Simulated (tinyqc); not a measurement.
A ladder of methods, and size consistency: correlation methods against full CI in the 6-311g basis, for H2, spin multiplicity 1. Computed by the program tinyqc with PySCF. All electrons correlated; +Q is the Davidson correction (1 - c0^2) E_corr. The last columns treat two copies 100 angstrom apart as one system. FCI is the lowest singlet.

Geometry (angstrom):
```
atom       x       y       z
H     0.0000  0.0000  0.0000
H     0.0000  0.0000  0.8550
```

RHF energy of one = -1.119542 hartree

Correlation energies (hartree):
```
method   E_corr of one  share of FCI (%)  E_corr of two at 100 angstrom  two minus twice one (mhartree)
MP2           -0.01896            67.319                       -0.03792                           0.000
CISD          -0.02816           100.000                       -0.05523                           1.092
CISD+Q        -0.02873           102.022                       -0.05733                           0.136
CCSD          -0.02816           100.000                       -0.05633                           0.000
CCSD(T)       -0.02816           100.000                       -0.05633                           0.000
FCI           -0.02816           100.000                              -                               -
```

What does the comparison show, and why?

MP2 recovers 67 %, CISD 100.0 % and CCSD 100.0 % of the FCI value (c0^2 = 0.980 in CISD). MP2 and coupled cluster are size consistent, so their last column vanishes; CISD loses 1.09 mhartree, since a double excitation on each copy is a quadruple of the pair, and the Davidson correction leaves +0.14. With two electrons, or one virtual orbital, CISD and CCSD are exact for one copy, so +Q overshoots there.
